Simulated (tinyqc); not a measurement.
Microkinetic model of low-temperature epitaxy from hydride gases: adsorption, hydrogen desorption and rate control. Changing the silane pressure p_S. Computed by tinyqc, a small Python program. Command: `OMP_NUM_THREADS=1 python tinyqc.py 3008286 3008287 out.jsonl hepi sweep`. One thread of a shared host (Intel(R) Xeon(R) Processor @ 2.30GHz), about 0.03 s of CPU time with the checks.

Each hydride molecule needs two free sites and leaves four hydrogen atoms, of which two leave at once as H2; theta is the hydrogen coverage, the site density is 6.78 per nm^2 and one layer is 1.358 angstrom thick.

Inputs (values chosen for the exercise, close to those used for silane and germane, with second-order desorption as on Si(111) but the site density of Si(001)): sticking prefactor of silane s0 = 0.016; adsorption barrier E_s = 0.31 eV; desorption prefactor nu_d = 4.3e+11 1/s; desorption energy on silicon E_d = 2.17 eV; hydrogen carrier pressure p_H = 0 Pa; sticking of hydrogen s_H = 4.4e-07; temperature T = 610 C; germane pressure p_G = 0.0011 Pa; sticking ratio of germane to silane r_G = 3.8; lowering of E_d per unit germanium fraction, dE = 0.33 eV.

Film: silicon-germanium. Order of hydrogen desorption: second.

Constants: k_B = 8.617333262e-05 eV/K; u = 1.6605390666e-27 kg; k_B = 1.380649e-23 J/K.

Method:
- Flux per site F = p/(sqrt(2 pi M k_B T) x 6.78e18 per m^2), M = 32.12 u (silane), 76.63 u (germane), 2.016 u (hydrogen); s = s0 exp(-E_s/(k_B T)); k_S = s F_S, k_G = r_G s F_G; germanium fraction x = k_G/(k_S + k_G); k = k_S + k_G; k_H = s_H F_H; k_d = nu_d exp(-(E_d - dE x)/(k_B T)).
- Temperatures in kelvin are T(C) + 273.15.
- With k the hydride and k_H the hydrogen adsorption rate on free pairs and k_d the desorption rate, steady state: 2 (k + k_H)(1 - theta)^2 = k_d theta^2; growth rate R = k (1 - theta)^2 layers/s; 1 layer/s = 8.148 nm/min.
- With c = 2 (k + k_H)/k_d the free share is 1 - theta = 1/(1 + sqrt(c)).
- X_i = d ln R/d ln k_i at fixed other constants. With f = 1 - theta and a = 2/f + 2/theta: d ln f/d ln k_d = 1/(a f), so X_d = 2/(a f), X_k = 1 - X_d k/(k + k_H), X_H = -X_d k_H/(k + k_H); they sum to 1.

One run for each value:
```
silane pressure p_S (Pa)  growth rate G (nm/min)  hydrogen coverage theta  X_d (desorption)
0.001                                     0.0178                   0.0322            0.0322
0.003                                     0.0254                   0.0670            0.0670
0.01                                      0.0460                   0.1588            0.1588
0.03                                      0.0852                   0.2866            0.2866
0.1                                       0.1615                   0.4458            0.4458
0.3                                       0.2615                   0.5892            0.5892
1                                         0.3862                   0.7257            0.7257
3                                         0.4908                   0.8213            0.8213
10                                        0.5794                   0.8936            0.8936
30                                        0.6348                   0.9357            0.9357
```

Describe the trends.

Over the rows, growth rate G (nm/min) rises from 0.0178 to 0.635 (exponent d ln y / d ln x 0.33 between the first rows and 0.083 between the last); hydrogen coverage theta rises from 0.0322 to 0.936 (exponent d ln y / d ln x 0.67 between the first rows and 0.042 between the last); X_d (desorption) rises from 0.0322 to 0.936 (exponent d ln y / d ln x 0.67 between the first rows and 0.042 between the last).

Caution (rows 0.00100, 0.00300): layer thickness and site density of silicon are kept, and strain and surface segregation of germanium are ignored, which matters at this fraction.
